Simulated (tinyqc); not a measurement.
The whole curve: space-charge-limited current through a thin insulating or semi-insulating film with traps. Computed by tinyqc, a small Python program. Command: `OMP_NUM_THREADS=1 python tinyqc.py 3018493 3018494 out.jsonl sclc walk`. One thread of a shared host (Intel(R) Xeon(R) Processor @ 2.30GHz), about 0.01 s of CPU time with the checks.

One ohmic injecting contact at x = 0 (field zero), drift only, non-degenerate free carriers.

Inputs (values chosen for the exercise, modelled on amorphous silicon):
```
quantity                                            value        unit
permittivity eps                                     11.8           -
band mobility mu                                      3.9  cm^2/(V s)
effective density of states N_c                   2.2e+20      1/cm^3
trap density N_t                                  2.2e+17      1/cm^3
equilibrium Fermi level below the band edge, E_0     0.69          eV
thickness d                                            88          nm
temperature T                                         350           K
characteristic temperature T_c                       1200           K
```

Traps: exponential tail.

Constants: k_B = 8.617333262e-05 eV/K; eps_0 = 8.8541878128e-12 F/m; e = 1.602176634e-19 C.

Method:
- Free density n_0 = N_c exp(-E_0/k_B T) in equilibrium; trapped density n_t(n) = N_t (n/N_c)^(T/T_c) (the low-temperature form).
- J = e mu n F and (eps eps_0/e) dF/dx = n - n_0 + n_t(n) - n_t(n_0) = rho(n). With F = J/(e mu n): d = (eps eps_0 J/(e^2 mu)) I_1 and V = (eps eps_0 J^2/(e^3 mu^2)) I_2, I_k = int_(n_L)^infinity dn/(n^(k+1) rho(n)), n_L the density at the anode; with u = n_L/n, 200 Gauss-Legendre points in t, u = 1 - (1 - t)^2.
- The last column is d ln J/d ln V up to the next row.

Current against voltage:
```
n_L (1/cm^3)       V (V)  J (A/cm^2)   slope
2.70e+10      3.2232e-04  7.8624e-07  2.0507
1.60e+11      2.2486e-03  4.2223e-05  3.2099
9.00e+11      4.9957e-03  5.4744e-04  3.6826
5.20e+12      9.6553e-03  6.1972e-03  3.8680
3.00e+13      1.7800e-02  6.6028e-02  3.7560
1.70e+14      3.3264e-02  6.9129e-01  3.3154
1.00e+15      7.0574e-02  8.3700e+00  2.7317
5.90e+15      1.9175e-01  1.2839e+02  2.3095
3.40e+16      7.1059e-01  2.6447e+03  2.1074
2.00e+17      3.4630e+00  7.4452e+04  2.0336
1.10e+18      1.7909e+01  2.1044e+06  2.0101
6.60e+18      1.0534e+02  7.4109e+07       -
```

What does the comparison show, and why?

The slope starts at 2.05, peaks at 3.9 between 0.00966 and 0.0178 V and ends at 2.01. Rows below 0.30 V (10 k_B T/e) are formal, since diffusion from the contact rules there. Self-heating is left out, although J V exceeds 1e5 W/cm^2 at the last row. The last rows ignore velocity saturation (mu V/d above 1e7 cm/s). Rows above 26.4 V are formal, since the mean field exceeds 3 MV/cm and breakdown sets in. An exponential tail gives the power law T_c/T + 1 = 4.43, which the middle rows approach.

Extremes, crossings and ranges named in words are read from the listed rows.
